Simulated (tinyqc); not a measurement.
# Gate work function from the charge

Question. For an undoped double gate, Q = 8 eps0 eps_r Vt beta tan(beta)/ts with 0 < beta < pi/2, and at the source (Vg - dphi)/(2 Vt) - ln[(2/ts) sqrt(2 eps0 eps_r Vt/(q ni))] = ln(beta) - ln(cos beta) + 2 r beta tan(beta), r = eps_r tox/(eox ts). Find beta and dphi.

Inputs (values chosen for the exercise); material values close to those of silicon:
- T = 325 K (temperature)
- eps_r = 11.7 (relative permittivity of the semiconductor)
- eox = 3.74 (relative permittivity of the gate insulator)
- tox = 3.1 nm (insulator thickness)
- ts = 20 nm (body thickness)
- Vg = 1 V (gate voltage)

Constants: q = 1.602176634e-19 C, kB = 1.380649e-23 J/K, Vt = kB T/q, eps0 = 8.8541878128e-14 F/cm where lengths are in cm. Results are converted to the units shown.

Qs = 1319.4460 nC/cm^2
ni = 9.0387569e10 cm^-3

Answer. beta tan(beta) rises from 0 without bound on the interval, so the charge fixes beta; the second relation is then explicit in dphi. At this charge the surface density passes 0.3 Nc, so the classical Boltzmann model is only formal.

beta = 1.444
dphi = -0.1800 V

tinyqc, about 0.03 s, one thread, Intel Xeon 2.30GHz (shared host): `OMP_NUM_THREADS=1 python tinyqc.py 2440168 2440169 out.jsonl`
